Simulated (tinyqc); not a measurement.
Worked calculation: Ewald sum of point charges, bcc lattice in a neutralising background. Computed by tinyqc, a small Python program that keeps every step. Command: `OMP_NUM_THREADS=1 python tinyqc.py 30884 30885 out.jsonl` (the two numbers bound the seeds that draw the settings). One thread of a shared host (Intel(R) Xeon(R) Processor @ 2.60GHz), about 0.03 s of CPU time with the checks.

## Ewald sum with eta = 0.459 1/bohr

cell vectors (rows) (bohr):
```
          1         2         3
1  6.880000  0.000000  0.000000
2  0.000000  6.880000  0.000000
3  0.000000  0.000000  6.880000
```

Charges:
```
q               f1        f2        f3
2.000000  0.000000  0.000000  0.000000
2.000000  0.500000  0.500000  0.500000
```

Real space: 1/2 sum q_i q_j erfc(eta r)/r over all images with r > 0; reciprocal space: (2 pi/V) sum_(G != 0) exp(-G^2/4 eta^2)/G^2 |S(G)|^2 with S(G) = sum q exp(i G.r); self term -eta/sqrt(pi) sum q^2; background -pi Q^2/(2 V eta^2), Q the total charge.

Real-space shells (first ones):
```
r (bohr)   pairs  sum (hartree)
5.958255      16       0.000590
6.880000      12       0.000028
9.729789      24       1.33e-09
11.409189     48              0
11.916510     16              0
```

Reciprocal shells (first ones that count):
```
G^2 (1/bohr^2)  vectors  sum (hartree)
1.668065             12       0.306812
3.336129              6       0.010597
5.004194             24       0.003904
6.672258             12       0.000202
8.340323             24       0.000045
10.008387             8       1.72e-06
11.676452            48       1.22e-06
13.344516             6       1.84e-08
15.012581            36       1.36e-08
16.680646            24       1.13e-09
18.348710            24       1.41e-10
```

## The total does not depend on eta

The same sums for other eta.

Totals (hartree per cell):
```
eta           real  reciprocal       self  background        total
0.459000  0.000618    0.321563  -2.071704   -0.366310  -2.11583340
0.714000  9.59e-09    1.258201  -3.222651   -0.151383  -2.11583340
0.932000         0    2.179611  -4.206598   -0.088847  -2.11583340
```

shortest distance = 5.958255 bohr
